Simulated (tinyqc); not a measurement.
Drifting, spreading and decaying minority pulse (Haynes-Shockley), explicit time steps: two steps of the calculation.

Low injection in a uniform field: dn/dt = D d2n/dx2 - v dn/dx - n/tau with D = mu Vt and v = mu F towards +x. Exact solution on an infinite bar for a Gaussian start at x0: n = N0 exp(-t/tau) exp(-(x - x0 - v t)^2/(2 s^2))/sqrt(2 pi s^2), s^2 = s0^2 + 2 D t.

Parameters, values chosen for the exercise; mobility close to that of silicon at room temperature: temperature T = 300 K; minority-carrier mobility mu = 1340 cm^2/(V s); sweep field along the drift F = 12 V/cm; mesh step hx = 49 um; lifetime tau = 9.5e-6 s; time step dt = 1.6e-7 s.

Constants: q = 1.602176634e-19 C, kB = 1.380649e-23 J/K, Vt = kB T/q. Results are converted to the units shown.

Problem 1. Coefficients of the scheme. Exponentially fitted fluxes: d = F hx/Vt, B(d) = d/(exp(d) - 1), k = D dt/hx^2; (L n)_i = a n_(i-1) + b n_i + c n_(i+1) with a = k B(-d), c = k B(d), b = -a - c - dt/tau. Explicit steps keep n positive for dt up to 1/[(D/hx^2)(B(d) + B(-d)) + 1/tau].

Wanted: D; v; d; a; b; c; positivity limit of dt.

Solution 1.

D = 34.64 cm^2/s
v = 1.608e4 cm/s
d = 2.274
a = 0.5853
b = -0.6623
c = 0.06019
positivity limit of dt = 2.416e-7 s

Problem 2. Densities after a time step. (L n)_i = a n_(i-1) + b n_i + c n_(i+1), n = 0 beyond the ends. Explicit step: n(new) = n + L n.

a = 0.58525454
b = -0.66228996
c = 0.060193316

| node | n at t = 1 dt (1e11 cm^-3) |
|---|---|
| 1 | 0.0212255 |
| 2 | 0.1507683 |
| 3 | 0.5662661 |
| 4 | 1.1761179 |
| 5 | 1.2814023 |
| 6 | 0.6580051 |
| 7 | 0.1440101 |
| 8 | 0.0126476 |
| 9 | 0.0004334 |
| 10 | 0.0000057 |
| 11 | 0.0000000 |
| 12 | 0.0000000 |
| 13 | 0.0000000 |

Find: n at t = 2 dt.

Solution 2.

| node | n at t = 2 dt (1e11 cm^-3) |
|---|---|
| 1 | 0.016 |
| 2 | 0.097 |
| 3 | 0.350 |
| 4 | 0.806 |
| 5 | 1.161 |
| 6 | 0.981 |
| 7 | 0.434 |
| 8 | 0.089 |
| 9 | 0.008 |
| 10 | 0.000 |
| 11 | 0.000 |
| 12 | 0.000 |
| 13 | 0.000 |

Numbers from tinyqc (`OMP_NUM_THREADS=1 python tinyqc.py 2310120 2310121 out.jsonl`; about 0.01 s on one thread of a shared Intel Xeon 2.30GHz).
